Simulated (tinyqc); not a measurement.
Resistance of a source-drain extension with a graded tip: one step of the calculation.

y runs along the channel, the gate covers y > 0. The doping is N0 for y < y0 and N0 10^(-(y - y0)/la) beyond, uniform over the depth xj. Sheet conductance s(y) = q mu(N) max(N - Nch, 0) xj + (for y > 0) ma Cox Vo, with mu(N) = u0 + (u1 - u0)/(1 + (N/Nr)^au) and Cox = eps0 eox/tox. Current is taken as one-dimensional; depletion of the tip, spreading and the contact are left out. The metallurgical junction lies at yj, where N = Nch.

Question. Sheet resistances and junction position. yj = y0 + la log10(N0/Nch); sheet resistance of the full extension 1/[q mu(N0)(N0 - Nch) xj] and of the gate-induced layer 1/(ma Cox Vo); metallurgical length Lg - 2 yj; ye is where the doped and the gate-induced conductances are equal.

Inputs (values chosen for the exercise); mobility law close to that of electrons in silicon:
```
symbol,value,unit,meaning
eox,7.35,,relative permittivity of the gate insulator (close to silicon nitride)
tox,2.8,nm,insulator thickness
N0,6.1e19,cm^-3,active doping of the extension far from the gate
la,6.6,nm/decade,lateral abruptness
y0,2.3,nm,position under the gate where the fall begins (gate edge at 0)
xj,14,nm,depth of the extension
Nch,2.9e18,cm^-3,channel doping
Vo,0.61,V,gate overdrive
ma,89,cm^2/(V s),mobility of the gate-induced layer
u1,1414,cm^2/(V s),mobility at low doping
u0,68.5,cm^2/(V s),mobility at high doping
Nr,9.2e16,cm^-3,reference doping
au,0.711,,exponent
Lg,60,nm,gate length
```

Constants: q = 1.602176634e-19 C, eps0 = 8.8541878128e-14 F/cm where lengths are in cm. Results are converted to the units shown.

Wanted: yj; sheet resistance of the extension; sheet resistance of the induced layer; metallurgical length; ye; N at ye.

Answer.

yj = 11.031 nm
sheet resistance of the extension = 939.93 ohm/square
sheet resistance of the induced layer = 7925.1 ohm/square
metallurgical length = 37.937 nm
ye = 8.3534 nm
N at ye = 7.3815e18 cm^-3

The gate takes over 2.68 nm before the junction, where N is still 2.55 times the channel doping.

Program tinyqc, `OMP_NUM_THREADS=1 python tinyqc.py 2282025 2282026 out.jsonl`; Intel Xeon 2.30GHz, shared host, one thread, about 0.03 s.
